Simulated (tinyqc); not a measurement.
# Core-level spacing from the offsets

Question. For an overlayer B on a substrate A, dEv = (iB - iA) - (cB - vB) + (cA - vA) in binding energies, and dEc + dEv = EgB - EgA. Find dEv and the spacing iB - iA that a thin film must show.

Values chosen for this exercise: gap of the substrate A EgA = 1.42 eV; gap of the overlayer B EgB = 6.04 eV.

dEc = 2.36 eV
cA - vA = 75.86 eV
cB - vB = 82.6 eV

Answer. The gaps give dEv, and the Kraut relation is solved for the spacing.

dEv = 2.2600 eV
iB - iA = 9.0000 eV

Program tinyqc, `OMP_NUM_THREADS=1 python tinyqc.py 2410109 2410110 out.jsonl`; Intel Xeon 2.30GHz, shared host, one thread, about 0.01 s.
